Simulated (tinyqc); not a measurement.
Surface potential of a MOS transistor: implicit equation and explicit approximations: accuracy of the approximations against gate voltage.

p-type body, charge-sheet picture, depletion and inversion only, full ionisation (an idealisation for deep acceptors), Boltzmann statistics (rough once Na exp(x - xn) passes about Nc/7). In units of Vt: xg = (Vg - Vfb)/Vt, x = psi/Vt, G = gamma/sqrt(Vt), xn = (2 phiF + Vc)/Vt. The implicit equation is (xg - x)^2 = G^2 [x - 1 + exp(x - xn)] for x above about 3. Cox = eps0 eox/tox.

ni = sqrt(Nc Nv) exp(-Eg/(2 Vt)), Eg in volts; phiF = Vt ln(Na/ni); gamma = sqrt(2 q eps0 eps_r Na)/Cox; VT = Vfb + Vt (xn + G sqrt(xn - 1)). Depletion value a = 1 + [sqrt(G^2/4 + xg - 1) - G/2]^2; inversion value b = xn + ln[(xg - xn)^2/G^2 - xn + 1] and first guess y = min(a, b) - ln(1 + exp(-|a - b|)) if a > xn + 1, else b = y = a; one second-order correction with D = exp(y - xn), p = 2 (xg - y) + G^2 (1 + D), w = (xg - y)^2 - G^2 (y - 1 + D): z = y + 2 w/(p + sqrt(p^2 - 2 (2 - G^2 D) w)), or the Newton step z = y + w/p where the root is not real. N_inv = (Cox Vt G/q) [sqrt(x - 1 + exp(x - xn)) - sqrt(x - 1)] at the root. Lambert form (Cox m Vt/q) W0[(G/(2 m sqrt(xn - 1))) exp((Vg - VT)/(m Vt))], m = 1 + G/(2 sqrt(xn - 1)). Errors under 1e-4 mV, and the linear form below VT, are printed as 0.

Inputs (values chosen for the exercise); band and dielectric values close to those of 4H silicon carbide: temperature T = 300 K; band gap Eg = 3.28 eV; relative permittivity eps_r = 9.61; conduction-band density of states at T Nc = 1.7e19 cm^-3; valence-band density of states at T Nv = 2.51e19 cm^-3; relative permittivity of the gate insulator (close to silicon dioxide) eox = 3.9; insulator thickness tox = 5.4 nm; acceptor density Na = 7.2e17 cm^-3; flat-band voltage Vfb = -0.49 V; channel-body voltage Vc = 0 V.

Constants: q = 1.602176634e-19 C, kB = 1.380649e-23 J/K, Vt = kB T/q, eps0 = 8.8541878128e-14 F/cm where lengths are in cm. Results are converted to the units shown.

Accuracy of the approximations against gate voltage:
```
Vg (V)  psi (V)   x - xn  error of y (mV)  error of z (mV)  N_inv (cm^-2)  Cox (Vg - VT)/q (cm^-2)  Lambert form (cm^-2)
3.43      2.772   -12.94                0                0        5.160e4                        0               4.582e4
3.63      2.938   -6.529          6.37e-3                0        3.060e7                        0               2.930e7
3.83      3.101  -0.2154             3.43         -1.31e-3       1.641e10                        0              1.642e10
4.03      3.185    3.058             15.7            -1.59       4.107e11                 7.880e11              4.155e11
4.23      3.212    4.093             10.7           -0.418       1.081e12                 1.586e12              1.094e12
4.43      3.227    4.673             8.00           -0.159       1.808e12                 2.385e12              1.829e12
4.63      3.238    5.083             6.53          -0.0828       2.556e12                 3.183e12              2.584e12
4.83      3.246    5.403             5.60          -0.0507       3.315e12                 3.981e12              3.351e12
5.03      3.253    5.667             4.94          -0.0342       4.080e12                 4.779e12              4.123e12
```

psi rises from 2.77 to 3.25 V and ends 5.7 Vt above 2 phiF + Vc. Among the rows the first guess is off by at most 16 mV (at Vg = 4.03 V) and the corrected value by at most 1.6 mV. In the last row the linear form is 17 % above N_inv and the Lambert form 1.0 % above it; in the first row the Lambert form is 11 % below it. For Vg = 4.03, 4.23, 4.43, 4.63, 4.83, 5.03 the electron quasi-Fermi level lies less than 2 Vt below the band edge at the surface, or above it, where degeneracy and confinement, left out, matter.

tinyqc, about 0.01 s, one thread, Intel Xeon 2.30GHz (shared host): `OMP_NUM_THREADS=1 python tinyqc.py 2122144 2122145 out.jsonl`
